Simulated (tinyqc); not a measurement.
Diffusion-limited precipitation (Ham) of oxygen in silicon, with curvature and internal gettering: one step, computed by the program tinyqc.

N equal spheres grow from a supersaturated solution; each draws the steady flux of an isolated sphere, and the matrix concentration C falls as they grow.

Problem. Gettering of a fast metal. The precipitates act as perfect sinks: tau_g = 1/(4 pi N r D_m) with r after the time t, D_m = prefactor x exp(-energy/(k_B T_g)); mean spacing N^(-1/3). Temperatures in kelvin are T(C) + 273.15.

Inputs (values chosen for the exercise, modelled on interstitial oxygen and iron in Czochralski silicon):
```
quantity,value,unit
precipitate density N,1.6e+11,1/cm^3
temperature T,1150,C
metal diffusion prefactor,0.001,cm^2/s
metal diffusion energy,0.668,eV
gettering temperature T_g,600,C
```

radius r = 24.15986 nm

Constants: k_B = 8.617333262e-05 eV/K.

Give: metal diffusivity D_m; gettering time tau_g; mean spacing.

Solution.

metal diffusivity D_m = 1.394e-07 cm^2/s

gettering time tau_g = 1.477 s

mean spacing = 1.842 um

Caution: one size class, no nucleation, no strain and no self-interstitials: real distributions coarsen, and the sinks work only while the metal is supersaturated.
